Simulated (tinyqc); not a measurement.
Elastic trap-assisted tunnelling through a dielectric: two steps of the calculation.

Emitter at x = 0 (Fermi level 0), collector at x = t (Fermi level -V), band edge U(x) = phi - F x, F = V/t. A trap at x has the energy E = U(x) - Et. With G(u) = (4/(3 F)) sqrt(mo/C) max(u, 0)^1.5, C = hbar^2/(2 m0): S1 = G(phi - E) - G(Et), S2 = G(Et) - G(phi - V - E), T1,2 = exp(-S1,2). The steady rate through one trap is nu T1 T2 (f1 - f2)/(T1 + T2), f1 = f(E), f2 = f(E + V), f(y) = 1/(1 + exp(y/Vt)); both contacts offer states at E.

Values chosen for this exercise; dielectric values close to those of hafnium oxide: temperature T = 350 K; barrier above the emitter Fermi level phi = 1.49 eV; tunnelling mass mo = 0.2 m0; thickness t = 4.8 nm; trap depth below the band edge of the dielectric Et = 1.16 eV; trap density Nt = 7.2e17 cm^-3; attempt frequency nu = 1e14 1/s; points of the grid n = 13; voltage V = 1.15 V; left end of the grid xa = 0.8 nm; right end of the grid xb = 3.23 nm.

Constants: q = 1.602176634e-19 C, kB = 1.380649e-23 J/K, hbar = 1.054571817e-34 J s, m0 = 9.1093837015e-31 kg, Vt = kB T/q, hbar^2/(2 m0) = 0.0380998212 eV nm^2. Results are converted to the units shown.

Problem 1. Rate through a trap near the best position. n equally spaced x from xa to xb, where nearly all of the current flows; J = q Nt times the integral of the rate, by Simpson's rule.

Find: x; E; S1; S2; f1 - f2; rate; J.

Solution 1.

```
point	x (nm)	E (eV)	S1	S2	f1 - f2	rate (1/s)
0	0.800	0.1383	4.11	14.78	0.01009	3.861e5
1	1.002	0.0898	5.20	14.33	0.04843	2.881e6
2	1.205	0.0413	6.30	13.85	0.2027	1.960e7
3	1.407	-0.0072	7.43	13.32	0.5595	9.144e7
4	1.610	-0.0557	8.57	12.76	0.8639	2.455e8
5	1.812	-0.1042	9.74	12.15	0.9694	4.685e8
6	2.015	-0.1528	10.92	11.52	0.9937	6.379e8
7	2.217	-0.2013	12.11	10.85	0.9987	4.264e8
8	2.420	-0.2498	13.33	10.15	0.9997	1.559e8
9	2.623	-0.2983	14.56	9.43	0.9999	4.709e7
10	2.825	-0.3468	15.81	8.67	1.000	1.357e7
11	3.027	-0.3953	17.08	7.89	1.000	3.830e6
12	3.230	-0.4439	18.36	7.08	1.000	1.062e6
```

J = 4.911 A/cm^2

Problem 2. The best-placed trap against direct tunnelling. At x = xs: E, S1, S2 and the occupation (T1 f1 + T2 f2)/(T1 + T2). Direct tunnelling at E = 0 has S = (4/(3 F)) sqrt(mo/C) [phi^1.5 - max(phi - V, 0)^1.5].

xs = 2.02 nm

Give: E; S1; S2; occupation; S of direct tunnelling.

Solution 2.

E = -0.15396 eV
S1 = 10.946
S2 = 11.504
occupation = 0.63203
S of direct tunnelling = 20.663

Range of the model: Phonon-assisted (inelastic) capture, chains of traps and a spread of trap depths are left out.

Numbers from tinyqc (`OMP_NUM_THREADS=1 python tinyqc.py 2370154 2370155 out.jsonl`; about 0.05 s on one thread of a shared Intel Xeon 2.30GHz).
